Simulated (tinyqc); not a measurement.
How many levels, and whether to terminate: recursion (Haydock) method for the local density of states: bulk site of a square lattice.

One orbital a site at energy 0, hopping -t to the 4 nearest neighbours of a square lattice; the start u0 is a site in the bulk, with energy V. Recursion: a_n = <u_n|H|u_n>, b_(n+1) u_(n+1) = (H - a_n) u_n - b_n u_(n-1), b > 0. G(z) = 1/(z - a0 - b1^2/(z - a1 - b2^2/(...))), z = E + i eta. After n levels the tail is b_n^2 T with the square-root terminator T = (z - sqrt(z - 2b) sqrt(z + 2b))/(2 b^2), b = 2t so that the band edges lie at -/+ 4t.

Reference: the closed form for a chain (bulk 1/sqrt(z^2 - 4t^2), end site (z - sqrt(z^2 - 4t^2))/(2t^2)), averaged over 400 points (j + 1/2) pi/400 in each remaining direction with z shifted by 2t cos k, then G/(1 - V G).

Inputs chosen for the exercise: t = 1.33 eV (hopping); V = 0 eV (shift of the starting site); eta = 0.067 eV (broadening).

Energies as fractions of the half width 4t.

Density (1/eV):
```
fraction,E (eV),2 levels,4 levels,7 levels,"7, no terminator",reference
-1.10,-5.852,0.0027,0.0026,0.0026,0.0026,0.0026
-0.90,-4.788,0.0625,0.0584,0.0596,0.0184,0.0610
-0.60,-3.192,0.0725,0.0753,0.0750,0.0090,0.0756
-0.35,-1.862,0.1039,0.0927,0.0923,0.1238,0.0944
-0.15,-0.798,0.1354,0.1379,0.1316,0.0141,0.1254
0.00,0.000,0.1461,0.1637,0.1779,1.5048,0.2194
0.15,0.798,0.1354,0.1379,0.1316,0.0141,0.1254
0.35,1.862,0.1039,0.0927,0.0923,0.1238,0.0944
0.60,3.192,0.0725,0.0753,0.0750,0.0090,0.0756
0.90,4.788,0.0625,0.0584,0.0596,0.0184,0.0610
1.10,5.852,0.0027,0.0026,0.0026,0.0026,0.0026
```

What does the comparison show, and why?

Largest errors against the reference: 0.0733 (2 levels), 0.0557 (4), 0.0416 (7) and 1.285 without terminator, which leaves seven broadened spikes in place of a band. With seven levels the error is largest at E = 0.00 eV, at or next to a van Hove point of the lattice, which makes the b_n oscillate and converges last.

Run: tinyqc, `OMP_NUM_THREADS=1 python tinyqc.py 1450842 1450843 out.jsonl`; Intel(R) Xeon(R) Processor @ 2.30GHz, one thread, shared host; about 0.01 s of CPU time with all checks.
